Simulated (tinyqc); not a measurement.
# A particle near a wafer in liquid: double-layer and van der Waals forces (DLVO), deposition barrier and removal, step by step

A worked calculation. Computed by tinyqc, a small Python program that keeps every step. Command: `OMP_NUM_THREADS=1 python tinyqc.py 3110318 3110319 out.jsonl dlvo walk`. One thread of a shared host (Intel(R) Xeon(R) Processor @ 2.30GHz), about 0.01 s of CPU time with the checks. Intermediate numbers are printed to about 6 digits and carried at full precision; extremes and crossings named in words are read from the listed rows.

Sphere and flat wall, Derjaguin approximation, constant potentials in the linear-superposition form, no retardation and no hydration force.

Inputs (values chosen for the exercise, of the order of those for alumina on silica in water):
```
quantity                             value   unit
particle radius R                       18     nm
Hamaker constant A                 1.1e-20      J
potential of the particle psi_1        -52     mV
potential of the wafer psi_2           -66     mV
salt concentration c               0.00025  mol/L
valence z of the symmetric salt          1      -
temperature T                          293      K
dielectric constant of the liquid     80.2      -
gap h                                  2.3     nm
contact distance h0                    0.4     nm
contact radius over R                0.062      -
viscosity                             0.85  mPa s
```

Constants: e = 1.602176634e-19 C; N_A = 6.02214076e+23 1/mol; eps_0 = 8.8541878128e-12 F/m; k_B = 1.380649e-23 J/K; k_B = 8.617333262e-05 eV/K.

## Screening

kappa^2 = 2 z^2 e^2 N_A (1000 c)/(eps eps_0 k_B T); gamma_i = tanh(z e psi_i/(4 k_B T)); Z = 64 pi eps eps_0 (k_B T/(z e))^2 gamma_1 gamma_2.

kappa = 0.0518721 1/nm

Debye length = 19.2782 nm

gamma_1 = -0.473736

gamma_2 = -0.574019

Z = 24.7512 pN

kappa R = 0.933698

Like signs: the double layers repel. Caution: kappa R is not large, so the Derjaguin approximation is only rough at gaps of the order of the Debye length.

## Energy and force at one gap

U(h) = Z R exp(-kappa h) - A R/(6 h); F(h) = -dU/dh = kappa Z R exp(-kappa h) - A R/(6 h^2), positive for repulsion.

double-layer energy = 97.7472 k_B T

van der Waals energy = -3.54679 k_B T

U(h) = 94.2004 k_B T

F(h) = 14.2729 pN

Caution: for kappa h below 1 linear superposition is only rough, and charge regulation matters.

## The curve

The formulas are those given above.

Against the gap:
```
h (nm)  kappa h  U (k_B T)    F (pN)
0.4     0.02075    87.4776  -183.614
0.6     0.03112    93.1623   -69.265
1.0     0.05187    96.4084   -11.058
1.5     0.07781    96.4504     6.714
2.5     0.12968    93.4753    15.019
4.0     0.20749    87.4573    16.717
7.0     0.36310    75.4338    15.400
12.0    0.62247    58.4199    12.172
20.0    1.03744    38.6189     8.107
40.0    2.07488    13.6256     2.881
```

Caution: in rows where h is not small against R, A R/(6 h) overstates the van der Waals term. Caution: in rows with kappa h below 1 linear superposition is only rough.

## Barrier and secondary minimum

F = 0 reads x^2 exp(-x) = y with x = kappa h and y = A kappa/(6 Z); the left side peaks at x = 2 with 4/e^2 = 0.5413, so roots exist for smaller y: x < 2 is the barrier, x > 2 the secondary minimum.

y = 0.00384219

position of the barrier = 1.23382 nm

barrier height = 96.6937 k_B T

position of the secondary minimum = 196.793 nm

energy at the secondary minimum = -0.0373920 k_B T

A barrier above 15 k_B T practically stops deposition.

## Critical salt concentration

The barrier height is zero when U = 0 and F = 0 together: kappa h = 1 and kappa = 6 Z/(e A), e = 2.718282 here; c follows from kappa^2, with the potentials held fixed.

critical kappa = 4.96662 1/nm

critical concentration = 2.29189 mol/L

Caution: above about 1 mol/L the Debye length is of molecular size and surface potentials do not stay fixed, so this value is formal.

## Adding salt

kappa scales as sqrt(c); potentials are held fixed. A dash marks rows without a maximum.

Against the concentration:
```
c (mol/L)  Debye length (nm)  barrier at (nm)  barrier (k_B T)  minimum at (nm)  minimum (k_B T)
2.29e-04             20.1427          1.26028          96.9807      2.06717e+02     -3.56175e-02
2.29e-03              6.3697          0.72723          87.0331      5.60846e+01     -1.28933e-01
2.29e-02              2.0143          0.42974          69.9912      1.46452e+01     -4.80406e-01
1.15e-01              0.8989          0.30589          51.6966      5.49993e+00     -1.24082e+00
4.58e-01              0.4504          0.23784          30.6522      2.27000e+00     -2.88062e+00
1.15e+00              0.2842          0.20991          13.7629      1.20192e+00     -5.18207e+00
2.06e+00              0.2124          0.20161           2.1599      7.71771e-01     -7.66136e+00
3.44e+00              0.1643          0.20731          -8.1548      4.90148e-01     -1.10628e+01
6.88e+00              0.1162                -                -                -                -
```

At low salt the barrier tends to Z R = 110 k_B T; it is half of that between 0.023 and 0.12 mol/L and changes sign at 2.3 mol/L, while the secondary minimum deepens to -7.7 k_B T at 0.9 of that.

## Removing an attached particle

Adhesion F_a = A R/(6 h0^2) [1 + a^2/(R h0)] - kappa Z R exp(-kappa h0), a the contact radius. Drag in a shear flow F_d = 1.7 x 6 pi mu R^2 G, acting at 1.4 R; rolling starts when 1.4 R F_d = a F_a. Wall shear stress = mu G.

van der Waals adhesion = 241.927 pN

net adhesion F_a = 219.292 pN

wall shear stress for rolling = 935.385 Pa

shear rate G = 1.10045e+06 1/s

Checks made by the program: force against a difference of U (relative difference below 1e-10).
